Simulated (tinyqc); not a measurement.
What moves the results: temperature and isotope dependence of a band gap in oscillator models. A value that a table varies takes the place of the one given here.

E(T) = E0 - sum_i sl_i th_i n_i(T), n = 1/(exp(th/T) - 1). The same coupling lowers the gap at 0 K by the zero-point term ZP = sum_i sl_i th_i/2, so the gap of the static lattice is E0 + ZP. Thermal expansion is taken as part of the slopes.

Two-parameter forms are made to pass through the falls at the two temperatures T12: Varshni aV T^2/(T + bV), from the line T^2/fall = (T + bV)/aV; one oscillator s1 t1/(exp(t1/T) - 1), with t1 from the ratio of the falls.

Constants: kB = 8.617333262e-05 eV/K; hbar^2/2m0 = 3.80998211 eV angstrom^2.

Parameters, chosen for this exercise (near those of InP; the results hold for these values, not for the real material):
- E0 = 1.437 eV (gap at 0 K)
- th = (117, 340) K (temperatures of two oscillators)
- sl = (0.1681, 0.2139) meV/K (their high-temperature slopes)
- T12 = (140, 340) K (temperatures of the fits)
- mm = 0.23 m0 (geometric mean of the density-of-states masses)
- T = 50 K (temperature)

## How far the fits carry

Falls of the gap from E0, and errors of the two fits against the model.

Results:
```
T (K),fall (meV),Varshni - model (meV),one oscillator - model (meV),fall/ZP
20,0.06,0.56,-0.05,0.001
50,2.18,1.34,-1.02,0.047
100,11.36,1.00,-0.65,0.246
200,40.99,-1.22,0.45,0.887
300,75.77,-0.93,0.26,1.640
400,112.17,2.14,-0.50,2.428
600,186.74,13.96,-2.67,4.042
800,262.21,30.32,-5.18,5.676
```

How do the results move?

Below the first fit point the largest errors are +1.34 meV (Varshni, 50 K, on a fall of 2.18 meV) and -1.02 meV (one oscillator, 50 K); a T^2 law cannot freeze out; a single oscillator misses the soft modes. At 800 K, beyond the second fit point, they are +30.3 and -5.2 meV, so the oscillator extrapolates better here. The thermal fall equals ZP between 200 and 300 K.

## What the shift does to the intrinsic density

ni = 2 (mm kT/(4 pi c))^(3/2) exp(-E/2kT), c = hbar^2/2m0, with E(T) and with E0; 1 angstrom^-3 = 1e24 cm^-3. Apparent gap from an Arrhenius plot of ni/T^(3/2): E(T) - T dE/dT, dE/dT = -sum sl_i (th_i/T)^2 n_i (1 + n_i).

Results:
```
T (K),E(T) (eV),ni (cm^-3),ni with E(T) / ni with E0,apparent gap (eV)
200,1.3960,3.88,3.285,1.4625
250,1.3789,2.66e+04,3.848,1.4661
300,1.3612,1.02e+07,4.329,1.4688
350,1.3432,7.45e+08,4.739,1.4707
400,1.3248,1.92e+10,5.089,1.4722
500,1.2877,1.93e+12,5.654,1.4743
700,1.2126,4.26e+14,6.424,1.4768
```

What does this show, and why?

Using E0 in place of E(T) understates ni by a factor that rises from 3.28 to 6.42, towards exp(sum sl/2kB) = 9.2. The slope of an Arrhenius plot returns neither E(T) nor E0 but the intercept of the tangent, 1.4688 eV at 300 K, which lies 32 meV above E0 and tends to the static gap 1.4832 eV.

## What each parameter does

Gap at T, slope -sum sl_i (th_i/T)^2 n_i (1 + n_i) and ZP. Each row changes one parameter from the base and keeps the others.

Results:
```
case,E(T) (eV),dE/dT (meV/K),ZP (meV)
base,1.4348,-0.1196,46.20
T = 90 K,1.4279,-0.2194,46.20
E0 = 1.447 eV,1.4448,-0.1196,46.20
"th = (117, 408) K",1.4349,-0.1126,53.47
"sl = (0.2185, 0.2139) meV/K",1.4342,-0.1522,49.15
```

What can be read from the table?

The largest shifts from the base row, up to three for each result and ties (the steps differ in size, so this ranks the rows, not the parameters). E(T) (eV): E0 +0.0100, T -0.0069, sl -0.0006. dE/dT (meV/K): T -0.0998, sl -0.0326, th +0.0070; unchanged at the printed digits by E0. ZP (meV): th +7.27, sl +2.95; unchanged at the printed digits by T and E0.

Run: tinyqc, `OMP_NUM_THREADS=1 python tinyqc.py 1880990 1880991 out.jsonl`; Intel(R) Xeon(R) Processor @ 2.30GHz, one thread, shared host; about 0.01 s of CPU time with all checks.
